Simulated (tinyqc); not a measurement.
## Peak shift with the field

The DLTS signal is S = C(t2) - C(t1), the change of the capacitance transient between two sampling times. Emission rate en = sn vth(T) Nc(T) exp(-Et/kB T) = sn g T^2 exp(-Et/kB T), g = vth Nc/(300 K)^2, as vth goes as T^0.5 and Nc as T^1.5 (degeneracy factor 1). For an exponential transient S peaks where en = ew = ln(t2/t1)/(t2 - t1). A Coulomb centre of charge +q (when empty) in the field F lowers its barrier by dE = sqrt(q F/(pi eps0 eps_r)) along the field. One-dimensional rate: en exp(b), b = dE/kB T; three-dimensional (Hartke): en {[1 + (b - 1) exp(b)]/b^2 + 1/2}. The peak temperatures solve rate = ew.

Values chosen for this exercise; material values close to those of indium phosphide: relative permittivity eps_r = 12.3; conduction-band density of states at 300 K Nc = 5.76e17 cm^-3; thermal velocity at 300 K vth = 4e7 cm/s; depth of the trap below the conduction edge Et = 0.3 eV; capture cross-section sn = 4.8e-14 cm^2; first sampling time t1 = 1 ms; second sampling time t2 = 2.5 ms.

Constants: q = 1.602176634e-19 C, kB = 1.380649e-23 J/K, eps0 = 8.8541878128e-14 F/cm where lengths are in cm. Results are converted to the units shown.

Result of one run:
```
F (kV/cm)  dE (meV)  T peak, one-dimensional (K)  T peak, three-dimensional (K)
10           21.640                       160.94                         167.28
```

What becomes of these results when the field at the trap F is changed from 10 to 4.4 kV/cm, all else the same?

Result of the changed run:
```
F (kV/cm)  dE (meV)  T peak, one-dimensional (K)  T peak, three-dimensional (K)
4.4          14.354                       164.76                         169.25
```

The whole series:
```
F (kV/cm)  dE (meV)  T peak, one-dimensional (K)  T peak, three-dimensional (K)
1.9          9.4326                       167.34                         170.41
4.4          14.354                       164.76                         169.25
10           21.640                       160.94                         167.28
23           32.818                       155.05                         163.70
54           50.286                       145.81                         156.95
120          74.962                       132.66                         145.78
280          114.51                       111.33                         125.73
```

dE grows as the square root of F, from 9.43 to 115 meV. The peak, at 172.3 K without field, moves down by 60.9 K (one-dimensional) or 46.5 K (three-dimensional) in the last row. A centre that is neutral when empty has no such long-range lowering, so the shift tells the charge state.

Numbers from tinyqc (`OMP_NUM_THREADS=1 python tinyqc.py 2050173 2050174 out.jsonl`; about 0.01 s on one thread of a shared Intel Xeon 2.30GHz).
